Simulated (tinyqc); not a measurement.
Frenkel-Kontorova chain: a misfit dislocation (kink) in a monolayer on a periodic substrate: one step, computed by the program tinyqc. Command: `OMP_NUM_THREADS=1 python tinyqc.py 3000986 3000987 out.jsonl fkchain walk`. One thread of a shared host (Intel(R) Xeon(R) Processor @ 2.30GHz), about 0.02 s of CPU time with the checks.

E = sum_j [(k/2)(x_(j+1) - x_j - b)^2 + (W/2)(1 - cos(2 pi x_j/a))], x_j = a (j + u_j). A kink takes u from 0 to 1: the chain is stretched by one period and has one atom fewer than wells.

Question. Continuum limit. l0 = sqrt(k a^2/(2 W)); kink u(j) = (2/pi) arctan exp(pi j/l0); kink energy at f = 0: E0 = (4/pi) W l0; with misfit E0 - k a^2 f; kinks become favourable at f_c = 2/(pi l0), and a coherent chain with free ends loses stability at f_m = 1/l0. Lowest vibration of the flat chain: nu0 = 15.6333042 THz x sqrt(2 pi^2 W/(a^2 M)).

Inputs (values chosen for the exercise, for a model overlayer):
```
quantity              value           unit
spring constant k      7.08  eV/angstrom^2
substrate period a     3.11       angstrom
corrugation W          5.53             eV
misfit f = (b - a)/a   0.45              -
atomic mass M           190              u
```

Constants: nu for 1 eV/(angstrom^2 u) = 15.6333042 THz.

Give: kink width l0; kink energy E0; kink energy with misfit; critical misfit f_c; limit f_m; gap frequency nu0.

Answer.

kink width l0 = 2.4883

kink energy E0 = 17.520 eV

kink energy with misfit = -13.295 eV

critical misfit f_c = 0.25585

limit f_m = 0.40188

gap frequency nu0 = 3.8101 THz

f > f_m: kinks enter without a barrier. Caution: a corrugation above 1 eV is larger than real overlayers usually show; it is chosen to keep the kink narrow. Caution: for l0 below about 3 the kink spans few atoms, and the continuum kink energy is off by about 2 per cent or more.
